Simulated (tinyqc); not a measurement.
Binary melting diagram from solution models of liquid and solid: one step, computed by the program tinyqc. Command: `OMP_NUM_THREADS=1 python tinyqc.py 3016286 3016287 out.jsonl melt walk`. One thread of a shared host (Intel(R) Xeon(R) Processor @ 2.30GHz), about 0.01 s of CPU time with the checks.

x is the fraction of B. In a phase with interaction L: mu_A = G_A + R T ln(1 - x) + L x^2, mu_B = G_B + R T ln x + L (1 - x)^2. Melting: G(liquid) - G(solid) = H (1 - T/T_m) for each pure component.

Question. Eutectic point by bisection. Liquid against pure solid A: T = (H_A + L_L x^2)/(H_A/T_A - R ln(1 - x)); against pure solid B: T = (H_B + L_L (1 - x)^2)/(H_B/T_B - R ln x). Halve the interval 0.001 to 0.999 for the crossing, 44 times.

Inputs (values chosen for the exercise, for a model alloy):

| quantity | value | unit |
|---|---|---|
| melting point T_A | 1125 | K |
| melting point T_B | 825 | K |
| heat of melting H_A | 30.6 | kJ/mol |
| heat of melting H_B | 35 | kJ/mol |
| liquid interaction L_L | -8.3 | kJ/mol |

Diagram: eutectic with pure solids.

Constants: R = 8.314462618 J/(mol K).

Give: Bisection, first 12 steps; eutectic composition x_E; eutectic temperature T_E.

Answer.

Bisection, first 12 steps:

| step | x | branch A (K) | branch B (K) |
|---|---|---|---|
| 1 | 0.5000 | 865.4 | 683.3 |
| 2 | 0.7495 | 670.1 | 769.3 |
| 3 | 0.6248 | 774.0 | 730.1 |
| 4 | 0.6871 | 723.8 | 750.6 |
| 5 | 0.6559 | 749.3 | 740.6 |
| 6 | 0.6715 | 736.7 | 745.7 |
| 7 | 0.6637 | 743.0 | 743.2 |
| 8 | 0.6598 | 746.2 | 741.9 |
| 9 | 0.6618 | 744.6 | 742.5 |
| 10 | 0.6628 | 743.8 | 742.9 |
| 11 | 0.6632 | 743.4 | 743.0 |
| 12 | 0.6635 | 743.2 | 743.1 |

eutectic composition x_E = 0.6636

eutectic temperature T_E = 743.1 K

T_E lies 82 K below the lower melting point, and x_E lies on the side of B, the lower-melting component.
